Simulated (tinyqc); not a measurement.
# Biaxially strained (001) channel, valley splitting in an inversion layer: two studies

A thin layer grown on a relaxed buffer is stretched in the plane. The two valleys with their long axis along the growth direction (D2) sink against the four in-plane ones (D4); confinement in a triangular well splits them too. Only the lowest subband of each set is kept; one relaxation time, so the weakening of intervalley scattering is left out.

Parameters, values chosen for the exercise; values close to those of silicon on relaxed silicon-germanium: temperature T = 250 K; germanium share of the relaxed buffer x = 0.15; lattice mismatch per unit x b1 = 0.0418; elastic constant c11 = 163 GPa; elastic constant c12 = 63.3 GPa; shear deformation potential Xu = 8.86 eV; longitudinal mass ml = 0.9 m0; transverse mass mt = 0.194 m0; confining field F = 0.62 MV/cm; inversion density Ns = 8.5e11 cm^-2.

Constants: q = 1.602176634e-19 C, kB = 1.380649e-23 J/K, hbar = 1.054571817e-34 J s, m0 = 9.1093837015e-31 kg, Vt = kB T/q, hbar^2/(2 m0) = 0.0380998212 eV nm^2. Results are converted to the units shown.

Each table varies one quantity; the others keep the values above.

## Effect of the confining field

e_par = b1 x, e_perp = -2 (c12/c11) e_par, splitting D = Xu (e_par - e_perp), in-plane stress (c11 + c12 - 2 c12^2/c11) e_par. Levels E(m) = 2.33811 (hbar^2 q^2 F^2/(2 m))^(1/3): E2 = E(ml), E4 = E(mt) + D; N2 = 2 mt kB T/(pi hbar^2), N4 = 4 sqrt(mt ml) kB T/(pi hbar^2). EF solves Ns = N2 ln(1 + exp((EF - E2)/Vt)) + N4 ln(1 + exp((EF - E4)/Vt)); f2 is the share in D2, and 1/mc = f2/mt + (1 - f2)(1/mt + 1/ml)/2. The gain is mc(x = 0)/mc.

The same in every row: D (meV) = 98.70.

Results:
```
F (MV/cm)  f2 without strain      f2  mc (m0)   gain
0.1                   0.4199  0.9848   0.1952  1.287
0.3                   0.7107  0.9957   0.1943  1.126
0.5                   0.8658  0.9984   0.1941  1.055
0.7                   0.9379  0.9993   0.1941  1.025
0.9                   0.9705  0.9997   0.1940  1.012
1.3                   0.9926  0.9999   0.1940  1.003
1.5                   0.9961   1.000   0.1940  1.002
```

Estimate the missing row, F = 1.1 MV/cm.

Computed row:
```
F (MV/cm)  f2 without strain      f2  mc (m0)   gain
1.1                   0.9855  0.9998   0.1940  1.006
```

With this row back in the table: As F goes from 0.1 to 1.5 MV/cm, f2 rises from 0.985 to 1.00 (without strain: it rises from 0.420 to 0.996) and the gain falls from 1.29 to 1.00. Strong confinement already empties D4, so strain has less to move.

## Effect of the inversion density

Same model as above.

The same in every row: D (meV) = 98.70.

Results:
```
Ns (cm^-2)  f2 without strain      f2  mc (m0)   gain
2e11                   0.9220  0.9991   0.1941  1.031
3.9e11                 0.9202  0.9991   0.1941  1.032
7.5e11                 0.9167  0.9991   0.1941  1.033
1.4e12                 0.9099  0.9990   0.1941  1.036
2.8e12                 0.8935  0.9987   0.1941  1.043
5.4e12                 0.8567  0.9980   0.1942  1.059
2e13                   0.6217  0.9642   0.1968  1.158
```

Estimate the missing row, Ns = 1e13 cm^-2.

Computed row:
```
Ns (cm^-2)  f2 without strain      f2  mc (m0)   gain
1e13                   0.7785  0.9952   0.1944  1.093
```

With this row back in the table: As Ns goes from 2e11 to 2e13 cm^-2, f2 falls from 0.999 to 0.964 (without strain: it falls from 0.922 to 0.622) and the gain rises from 1.03 to 1.16. For Ns = 1e13 to 2e13 cm^-2 the second D2 subband, left out here, lies within 2 Vt of EF or below it.

Numbers from tinyqc (`OMP_NUM_THREADS=1 python tinyqc.py 2530024 2530025 out.jsonl`; about 0.01 s on one thread of a shared Intel Xeon 2.30GHz).
